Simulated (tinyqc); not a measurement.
Inside a calculation. Method: Hueckel theory of the pi electrons, for the molecule C=Cc1cc[nH]c1 (SMILES; centres numbered as the heavy atoms are written). Computed by tinyqc, a small Python program that keeps every step. Settings: charge = 0. Command: `OMP_NUM_THREADS=1 python tinyqc.py 29453 29454 out.jsonl` (the two numbers bound the seeds that draw the settings). One thread of a shared host (Intel(R) Xeon(R) Processor @ 2.60GHz), about 0.01 s of CPU time with the checks.

## The Hueckel matrix

Centres:
```
centre  z_r, pi electrons of the neutral centre         h
1C                                            1  0.000000
2C                                            1  0.000000
3C                                            1  0.000000
4C                                            1  0.000000
5C                                            1  0.000000
6N                                            2  1.500000
7C                                            1  0.000000
```

Bonds:
```
i  j         k
1  2         1
2  3         1
3  4         1
4  5         1
5  6  0.800000
6  7  0.800000
7  3         1
```

H_rr = alpha + h_r beta, H_rs = k_rs beta for bonded centres.

Hueckel matrix in units of beta (H = alpha + beta A), lower triangle:
```
          1C        2C        3C        4C        5C        6N        7C
1C  0.000000
2C  1.000000  0.000000
3C  0.000000  1.000000  0.000000
4C  0.000000  0.000000  1.000000  0.000000
5C  0.000000  0.000000  0.000000  1.000000  0.000000
6N  0.000000  0.000000  0.000000  0.000000  0.800000  1.500000
7C  0.000000  0.000000  1.000000  0.000000  0.000000  0.800000  0.000000
```

## Orbitals

pi electrons, sum of z_r less the charge = 8

Diagonalise; E = alpha + x beta with beta < 0, so the largest x are filled first; degenerate levels share their electrons. P = sum n_i c_ri c_si; each orbital has its largest coefficient positive (the first on a tie).

x values: 2.375336  1.600961  0.859848  0.501830  -0.778033  -1.125884  -1.934058

occupations: 2.000000  2.000000  2.000000  2.000000  0.000000  0.000000  0.000000

coefficients:
```
         MO1        MO2        MO3        MO4        MO5        MO6        MO7
1C  0.079512  -0.324990  -0.413536  -0.497371   0.578186  -0.287102   0.230094
2C  0.188867  -0.520296  -0.355578  -0.249596  -0.449848   0.323243  -0.445015
3C  0.369112  -0.507984   0.107793   0.372117  -0.228189  -0.076832   0.630591
4C  0.305183  -0.244721   0.618056  -0.136350   0.070265  -0.500865  -0.436564
5C  0.355801   0.116196   0.423641  -0.440541   0.173521   0.640747   0.213750
6N  0.674954   0.538432  -0.317236  -0.105909  -0.256587  -0.275678   0.028950
7C  0.382714  -0.048245  -0.169793   0.572685   0.557122   0.264126  -0.338020
```

charge and bond-order matrix P, lower triangle:
```
           1C         2C         3C         4C         5C        6N        7C
1C   1.060662
2C   0.910588   0.990225
3C  -0.070436   0.405615   1.088763
4C  -0.167948  -0.001537   0.505689   1.107219
5C   0.068900  -0.067875  -0.091926   0.804101   1.027289
6N   0.125092  -0.026862  -0.195974  -0.214819   0.429950  1.714653
7C  -0.337025   0.029638   0.721151  -0.108845  -0.387317  0.451100  1.011190
```

## Energy, charges, bond orders

E = sum n x; q_r = z_r - P_rr; bond order p = P_rs; free valence = sqrt(3) - sum of p over the bonds of the atom.

pi energy = 8 alpha + this times beta = 10.675949

pi charges: 1C -0.060662, 2C 0.009775, 3C -0.088763, 4C -0.107219, 5C -0.027289, 6N 0.285347, 7C -0.011190

Bond orders and lengths from R = 1.517 - 0.180 p (angstrom, C-C alone):
```
bond         p         R
1-2   0.910588  1.353094
2-3   0.405615  1.443989
3-4   0.505689  1.425976
4-5   0.804101  1.372262
5-6   0.429950         -
6-7   0.451100         -
7-3   0.721151  1.387193
```

free valence of the carbons: 1C 0.821462, 2C 0.415847, 3C 0.099596, 4C 0.422260, 5C 0.497999, 7C 0.559801

gap between the highest filled and the next level = 1.279863 |beta|
